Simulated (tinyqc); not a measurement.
On-chip interconnect, size-dependent resistivity and RC delay: one step of the calculation.

A rectangular line between two neighbours and two ground planes. Surface and grain-boundary scattering are added to the bulk resistivity as corrections; capacitances are parallel-plate values without fringing; inductance is ignored.

Task. Resistivity, resistance and capacitance per length. Metal width x = wd - 2 tl, height y = AR wd - tl; grain boundaries (Mayadas-Shatzkes): al = (lam/(gr x)) Rg/(1 - Rg), g = 1/[1 - 3 al/2 + 3 al^2 - 3 al^3 ln(1 + 1/al)] - 1; surfaces (Fuchs-Sondheimer, thick limit): s = (3/8) lam (1 - ps)(1/x + 1/y); rho = rho0 (1 + g + s); r = rho/(x y); c = eps0 ek (2 wd/hd + 2 Mf AR wd/sp).

Values chosen for this exercise; metal values close to those of copper: bulk resistivity rho0 = 1.66 uohm cm; bulk mean free path lam = 40.1 nm; specular share of surface scattering ps = 0; reflection coefficient of grain boundaries Rg = 0.54; grain size over the metal width gr = 1; drawn line width wd = 24 nm; aspect ratio, height over width AR = 2.5; liner on both walls and the bottom, not conducting tl = 1.3 nm; space to the neighbouring lines sp = 24 nm; dielectric height to the planes above and below hd = 32 nm; relative permittivity of the dielectric ek = 4.2; Miller factor of the neighbours Mf = 2.

Constants: eps0 = 8.8541878128e-12 F/m. Results are converted to the units shown.

Wanted: x; y; al; g; s; rho; r; c.

Result.

x = 21.40 nm
y = 58.70 nm
al = 2.200
g = 2.987
s = 0.9589
rho = 8.210 uohm cm
r = 65.36 ohm/um
c = 0.4277 fF/um

Range of the model: The metal width is under the mean free path, where the thick-limit surface term and the simple sum of corrections lose accuracy.

Computed by the program tinyqc: `OMP_NUM_THREADS=1 python tinyqc.py 2100133 2100134 out.jsonl`, one thread of a shared Intel Xeon 2.30GHz, about 0.01 s for the whole run.
